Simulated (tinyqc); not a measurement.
# MOSFET in saturation, small-signal circuit and noise: several studies

Bias by the inversion coefficient IC = I/Ispec (charge-based model with velocity saturation; weak inversion below 0.1, strong above 10). Common-source circuit: gm, gds, Cgs, Cgd and Cj at the inner nodes, Rg in series with the gate; quasi-static, no source or drain resistance, no gate-body capacitance, no substrate network, no induced gate noise, so fmax is an upper estimate.

Values chosen for this exercise: temperature T = 300 K; gate length L = 130 nm; total gate width W = 40 um; gate capacitance Cox = 2.13 uF/cm^2; mobility mu = 190 cm^2/(V s); slope factor n = 1.34; velocity-saturation length Ls = 15 nm; ratio gds/gm sg = 0.023; overlap and fringe capacitance per side Cov = 0.34 fF/um; drain junction capacitance Cj = 0.58 fF/um; sheet resistance of the gate Rsh = 5 ohm; finger width Wf = 0.5 um; gate contact and vertical resistance Rc = 50 ohm um; inversion coefficient IC = 7.2; short-channel excess of the noise factor gw = 0.1; oxide trap density Nt = 8.4e17 cm^-3 eV^-1; tunnelling length into the oxide lt = 0.1 nm; Coulomb scattering coefficient ac = 0 V s/C.

Constants: q = 1.602176634e-19 C, kB = 1.380649e-23 J/K, Vt = kB T/q. Results are converted to the units shown.

Each table varies one quantity; the others keep the values above.

## Effect of the gate length on speed and noise

Ispec = 2 n mu Cox (W/L) Vt^2, lc = Ls/L, gms = [sqrt((lc IC + 1)^2 + 4 IC) - 1]/[2 + lc (lc IC + 1)], gm = gms Ispec/(n Vt), gds = sg gm. qs = [sqrt(1 + 4 IC) - 1]/2, Cgs = Cox W L qs (2 qs + 3)/(3 (qs + 1)^2) + Cov W, Cgd = Cov W, Cd = Cj W, Rg = Rsh (Wf/L)/(12 Nf) + Rc/W with Nf = W/Wf fingers (not rounded) contacted at both ends. fT = gm/(2 pi (Cgs + Cgd)), fmax = fT/(2 sqrt(Rg (gds + 2 pi fT Cgd))). Channel noise Sid = 4 kB T gam n gm with gam = (1/2 + (2/3) qs)/(1 + qs) + gw lc IC, qs = [sqrt(1 + 4 IC) - 1]/2, lc = Ls/L (the last term an empirical rise with velocity saturation); at the gate, white noise Sw = Sid/gm^2 + 4 kB T Rg. Number fluctuation with correlated mobility: S(f) = K/f, K = q^2 Vt lt Nt/(W L Cox^2) (1 + ac mu Cox I/gm)^2, Vt in eV with Nt per eV. Corner fc = K/Sw. IC is held fixed, and so is sg.

Result of one run:

| L (nm) | I (uA) | Rg (ohm) | fT (GHz) | fmax (GHz) | sqrt(Sw) (nV/Hz^0.5) | fc (MHz) |
|---|---|---|---|---|---|---|
| 20 | 1.044e4 | 1.380 | 198.6 | 629.8 | 0.7679 | 260.5 |

What becomes of these results when the gate length L is changed from 20 to 320 nm, all else the same?

Result of the changed run:

| L (nm) | I (uA) | Rg (ohm) | fT (GHz) | fmax (GHz) | sqrt(Sw) (nV/Hz^0.5) | fc (MHz) |
|---|---|---|---|---|---|---|
| 320 | 652.4 | 1.258 | 5.313 | 97.82 | 1.590 | 3.797 |

The whole series:

| L (nm) | I (uA) | Rg (ohm) | fT (GHz) | fmax (GHz) | sqrt(Sw) (nV/Hz^0.5) | fc (MHz) |
|---|---|---|---|---|---|---|
| 20 | 1.044e4 | 1.380 | 198.6 | 629.8 | 0.7679 | 260.5 |
| 32 | 6524 | 1.331 | 146.0 | 547.5 | 0.7582 | 167.0 |
| 50 | 4175 | 1.302 | 94.79 | 443.2 | 0.8019 | 95.53 |
| 79 | 2643 | 1.283 | 53.19 | 331.1 | 0.9024 | 47.75 |
| 130 | 1606 | 1.270 | 25.15 | 224.9 | 1.077 | 20.35 |
| 200 | 1044 | 1.263 | 12.25 | 153.8 | 1.288 | 9.256 |
| 320 | 652.4 | 1.258 | 5.313 | 97.82 | 1.590 | 3.797 |
| 500 | 417.5 | 1.255 | 2.323 | 61.55 | 1.960 | 1.600 |

As L goes from 20 to 500 nm, fT falls from 199 to 2.32 GHz, fmax falls from 630 to 61.6 GHz, the white noise goes from 0.768 through a minimum of 0.758 (at L = 32 nm among the rows listed) to 1.96 nV/Hz^0.5 and the corner falls from 260 to 1.60 MHz. fT goes as L^(-0.65) between the first two rows and L^(-1.85) between the last two; with no overlap and no velocity saturation it would go as 1/L^2. For L = 50 to 500 nm fmax exceeds 4 fT, where channel resistance and substrate losses, left out here, would cap it.

## Effect of the overlap and fringe capacitance per side on speed and noise

Same model as above.

Corner fc = K/Sw. IC is held fixed.

The same in every row: I (uA) = 1606; Rg (ohm) = 1.270; sqrt(Sw) (nV/Hz^0.5) = 1.077; fc (MHz) = 20.35.

Result of one run:

| Cov (fF/um) | fT (GHz) | fmax (GHz) |
|---|---|---|
| 0.55 | 21.04 | 164.5 |

What becomes of these results when the overlap and fringe capacitance per side Cov is changed from 0.55 to 0.65 fF/um, all else the same?

Result of the changed run:

| Cov (fF/um) | fT (GHz) | fmax (GHz) |
|---|---|---|
| 0.65 | 19.52 | 146.4 |

The whole series:

| Cov (fF/um) | fT (GHz) | fmax (GHz) |
|---|---|---|
| 0.05 | 34.42 | 559.4 |
| 0.15 | 30.54 | 354.1 |
| 0.25 | 27.44 | 269.8 |
| 0.35 | 24.91 | 220.9 |
| 0.45 | 22.81 | 188.2 |
| 0.55 | 21.04 | 164.5 |
| 0.65 | 19.52 | 146.4 |

As Cov goes from 0.05 to 0.65 fF/um, fT falls from 34.4 to 19.5 GHz, fmax falls from 559 to 146 GHz, the white noise stays at 1.08 nV/Hz^0.5 and the corner stays at 20.4 MHz. In every row fmax exceeds 4 fT, where channel resistance and substrate losses, left out here, would cap it.

## From weak to strong inversion

Same model as above.

The last column is the figure of merit (gm/I) fT.

Result of one run:

| IC | I (uA) | gm/I (1/V) | fT (GHz) | fmax (GHz) | (gm/I) fT (THz/V) |
|---|---|---|---|---|---|
| 0.3 | 66.91 | 23.01 | 5.174 | 105.0 | 0.1191 |

What becomes of these results when the inversion coefficient IC is changed from 0.3 to 0.01, all else the same?

Result of the changed run:

| IC | I (uA) | gm/I (1/V) | fT (GHz) | fmax (GHz) | (gm/I) fT (THz/V) |
|---|---|---|---|---|---|
| 0.01 | 2.230 | 28.57 | 0.3585 | 28.08 | 0.01024 |

The whole series:

| IC | I (uA) | gm/I (1/V) | fT (GHz) | fmax (GHz) | (gm/I) fT (THz/V) |
|---|---|---|---|---|---|
| 0.01 | 2.230 | 28.57 | 0.3585 | 28.08 | 0.01024 |
| 0.03 | 6.691 | 28.00 | 0.9839 | 46.43 | 0.02755 |
| 0.1 | 22.30 | 26.32 | 2.578 | 74.81 | 0.06786 |
| 0.3 | 66.91 | 23.01 | 5.174 | 105.0 | 0.1191 |
| 1 | 223.0 | 17.49 | 9.684 | 141.9 | 0.1694 |
| 3 | 669.1 | 12.13 | 16.55 | 183.5 | 0.2007 |
| 10 | 2230 | 7.294 | 29.30 | 242.3 | 0.2137 |
| 30 | 6691 | 4.143 | 47.01 | 305.7 | 0.1948 |
| 100 | 2.230e4 | 1.893 | 69.14 | 369.9 | 0.1309 |

The efficiency gm/I falls from 28.6 to 1.89 1/V while fT rises from 0.359 to 69.1 GHz; fT goes as IC^(0.92) at the start and IC^(0.32) at the end (1/2 for a long channel, 0 at full velocity saturation, which sets in near IC = 1/lc^2 = 75.1). Their product goes from 0.0102 through a maximum of 0.214 (at IC = 10 among the rows listed) to 0.131 THz/V. In every row fmax exceeds 4 fT, where channel resistance and substrate losses, left out here, would cap it.

Computed by the program tinyqc: `OMP_NUM_THREADS=1 python tinyqc.py 2150046 2150047 out.jsonl`, one thread of a shared Intel Xeon 2.30GHz, about 0.01 s for the whole run.
